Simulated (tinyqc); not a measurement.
Out-diffusion of a doped substrate or buried layer into a growing epitaxial film: one step, computed by the program tinyqc. Command: `OMP_NUM_THREADS=1 python tinyqc.py 3026089 3026090 out.jsonl buried walk`. One thread of a shared host (Intel(R) Xeon(R) Processor @ 2.30GHz), about 0.01 s of CPU time with the checks.

x is counted from the original substrate surface into the film, whose surface moves as x = v t. Substrate dopant has one diffusivity; the dopant of the film is taken as uniform.

Question. Profile in the film. After growth and the later budget: l2 = 2 sqrt(D t + (Dt)2); C(x) = (C_s/2) erfc(x/l2) + share x C_s exp(-x/decay length) for x > 0 (autodoping taken as unchanged by the later budget). The transition x_t solves C(x) = C_e, where the total doping is twice the intended value. Positions are 0.05, 0.2, 0.4, 0.6, 0.8, 1, 1.25 and 1.5 of x_t with autodoping (any beyond the film thickness are formal); net doping = C + C_e.

Inputs (values chosen for the exercise, modelled on antimony in silicon):

| quantity | value | unit |
|---|---|---|
| substrate concentration C_s | 3.2e+18 | 1/cm^3 |
| film doping C_e | 2.5e+15 | 1/cm^3 |
| growth temperature T | 1200 | C |
| autodoping level at the start, as a share of C_s | 0.0001 | - |
| decay length of autodoping | 0.41 | um |

Film doping: same type as the substrate.

x_t with autodoping = 0.9666167 um

length l2 = 0.4317261 um

Give: Concentrations (1/cm^3).

Answer.

Concentrations (1/cm^3):

| x/x_t | x (um) | diffusion | autodoping | net doping |
|---|---|---|---|---|
| 0.05 | 0.0483 | 1.3987e+18 | 2.8442e+14 | 1.4015e+18 |
| 0.20 | 0.1933 | 8.4249e+17 | 1.9970e+14 | 8.4519e+17 |
| 0.40 | 0.3866 | 3.2851e+17 | 1.2462e+14 | 3.3113e+17 |
| 0.60 | 0.5800 | 9.1931e+16 | 7.7770e+13 | 9.4509e+16 |
| 0.80 | 0.7733 | 1.8090e+16 | 4.8533e+13 | 2.0638e+16 |
| 1.00 | 0.9666 | 2.4697e+15 | 3.0287e+13 | 5.0000e+15 |
| 1.25 | 1.2083 | 1.2095e+14 | 1.6799e+13 | 2.6377e+15 |
| 1.50 | 1.4499 | 3.2620e+12 | 9.3177e+12 | 2.5126e+15 |
